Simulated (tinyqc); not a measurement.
What moves the results: Lorentz oscillators and the Kramers-Kronig relations. A value that a table varies takes the place of the one given here.

eps(E) = 1 + sum_j S_j/(E0_j^2 - E^2 - i G_j E).

Kramers-Kronig: eps1(E) = 1 + (2/pi) P integral_0^infinity E1 eps2(E1)/(E1^2 - E^2) dE1. Maclaurin rule on the grid E_j = j h, j = 1 .. M: eps1(E_i) = 1 + (4 h/pi) sum over j with j - i odd of E_j eps2(E_j)/(E_j^2 - E_i^2); nothing is added above E_M.

n + i k = sqrt(eps1 + i eps2) with k >= 0; R = ((n - 1)^2 + k^2)/((n + 1)^2 + k^2) at normal incidence from vacuum; alpha = 2 E k/(hbar c), times 1e8 for 1/cm; loss function Im(-1/eps) = eps2/(eps1^2 + eps2^2).

Constants: hbar c = 1973.269805 eV angstrom.

Parameters, chosen for this exercise:
```
symbol  value           unit  meaning
E0      (11.22, 15.06)  eV    resonances
G       (1.36, 3.85)    eV    widths
S       (42, 96.2)      eV^2  strengths
h       1               eV    grid step
M       40                    grid points E_j = j h
E_t     3.6             eV    energy below the first line
E       12.91           eV    photon energy
```

## Numerical transform against the formula

Every third grid point is listed; the error is the transform minus the formula.

Dielectric function:
```
E (eV)   eps2  eps1 formula  eps1 transform   error
2.00    0.023         1.776           1.848   0.072
5.00    0.073         1.887           1.803  -0.083
8.00    0.224         2.229           2.381   0.152
11.00   2.850         2.613           2.165  -0.448
14.00   1.497         1.211           1.127  -0.084
17.00   0.808         0.014           0.057   0.044
20.00   0.221         0.384           0.353  -0.032
23.00   0.094         0.603           0.620   0.017
26.00   0.050         0.720           0.703  -0.017
29.00   0.031         0.790           0.798   0.009
32.00   0.020         0.835           0.823  -0.012
35.00   0.014         0.867           0.871   0.004
38.00   0.011         0.890           0.879  -0.012
```

The largest error listed is -0.448 at 11.00 eV. The rule samples every 2h = 2 eV and the narrowest line is 1.36 eV wide, so it is not resolved. The grid ends at 40 eV, where eps2 is still 0.009; the error at the last point listed, nearest the missing tail, is -0.012.

## How far the spectrum must be known

The integrals are done by adaptive quadrature and cut at E_cut. f-sum share: (2/pi) integral of E eps2 over sum S. Static share: (2/pi) integral of eps2/E over eps(0) - 1.

Cut integrals:
```
E_cut (eV)  eps1(E_t)  f-sum share  static share
12.0            1.418        0.269         0.501
16.6            1.730        0.700         0.887
22.6            1.804        0.876         0.981
30.1            1.815        0.922         0.994
45.2            1.818        0.953         0.999
75.3            1.819        0.973         1.000
```

eps1(E_t) from the formula = 1.819

Cut at 16.6 eV, just above the last line, eps1(E_t) lacks 0.089; cut at 75.3 eV it lacks 0.000. At 22.6 eV the static sum has reached 0.981 and the f-sum only 0.876: the f-sum weights eps2 by E and the static sum by 1/E, so the f-sum needs the far tail.

## Optical constants across the spectrum

Spectrum:
```
E (eV)   eps1   eps2      n      k      R   loss
2.26    1.781  0.026  1.334  0.010  0.021  0.008
5.34    1.909  0.082  1.382  0.030  0.026  0.022
8.42    2.323  0.275  1.527  0.090  0.045  0.050
11.50   0.897  2.695  1.367  0.986  0.168  0.334
14.58   0.948  1.716  1.206  0.711  0.102  0.447
17.66   0.088  0.580  0.581  0.499  0.155  1.685
20.74   0.453  0.174  0.685  0.127  0.040  0.737
23.82   0.642  0.078  0.803  0.048  0.013  0.186
26.90   0.744  0.043  0.863  0.025  0.006  0.077
29.98   0.807  0.027  0.898  0.015  0.003  0.041
33.06   0.848  0.018  0.921  0.010  0.002  0.025
36.14   0.877  0.013  0.936  0.007  0.001  0.017
```

Among the energies listed the largest values are at (eV): eps2 11.50; n 8.42; k 11.50; R 11.50; loss 17.66. eps1 crosses zero at 16.59 and 16.73 eV; the last crossing is upward and marks the plasmon, against sqrt(sum S) = 11.76 eV for free electrons.

## What each oscillator parameter does

At the energy E. Each row changes one parameter from the base and keeps the others.

Results:
```
case                      eps1   eps2      n      k      R
base                     1.082  1.160  1.155  0.502  0.056
E0 = (11.781, 15.06) eV  0.872  1.465  1.135  0.645  0.087
G = (2.04, 3.85) eV      1.224  1.255  1.220  0.514  0.060
S = (50.4, 96.2) eV^2    0.908  1.234  1.105  0.559  0.068
E = 13.556 eV            1.246  1.307  1.235  0.529  0.064
```

The largest shifts from the base row, up to three for each result and ties (the steps differ in size, so this ranks the rows, not the parameters). eps1: E0 -0.210, S -0.174, E +0.164. eps2: E0 +0.305, E +0.147, G +0.095. n: E +0.080, G +0.065, S -0.050. k: E0 +0.143, S +0.057, E +0.027. R: E0 +0.031, S +0.012, E +0.007.

(tinyqc, `OMP_NUM_THREADS=1 python tinyqc.py 1680116 1680117 out.jsonl`, Intel(R) Xeon(R) Processor @ 2.30GHz, 1 thread, shared host, about 0.2 s.)
